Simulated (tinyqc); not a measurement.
Configuration-coordinate model of a defect: Huang-Rhys factor and luminescence line shape: one step, computed by the program tinyqc.

Ground state E_g(Q) = (1/2) omega_g^2 Q^2; excited state E_e(Q) = E_0 + (1/2) omega_e^2 (Q - dQ)^2 with E_0 = E_ZPL - (hbar omega_e - hbar omega_g)/2. Q is mass-weighted; the dipole does not depend on Q (Condon approximation).

Question. Huang-Rhys factors and vertical energies. S = hbar omega dQ^2/(2 hbar^2/u) for each state; relaxation energy S hbar omega; absorption at E_0 + S_e hbar omega_e, emission at E_0 - S_g hbar omega_g; the Stokes shift is their difference.

Inputs (values chosen for the exercise, for a model defect):
```
quantity                           value              unit
zero-phonon energy E_ZPL           0.958                eV
displacement dQ                     0.87  u^(1/2) angstrom
ground-state phonon hbar omega_g    43.9               meV
excited-state phonon hbar omega_e   40.3               meV
```

Modes: different frequencies.

Constants: hbar^2/u = 4.18015928e-03 eV angstrom^2.

Give: S_g; S_e; relaxation energy, ground state; relaxation energy, excited state; vertical absorption energy; vertical emission energy; Stokes shift.

Answer.

S_g = 3.974

S_e = 3.649

relaxation energy, ground state = 0.1745 eV

relaxation energy, excited state = 0.1470 eV

vertical absorption energy = 1.107 eV

vertical emission energy = 0.7853 eV

Stokes shift = 0.3215 eV

The coupling is intermediate: phonon replicas can be resolved beside the zero-phonon line.
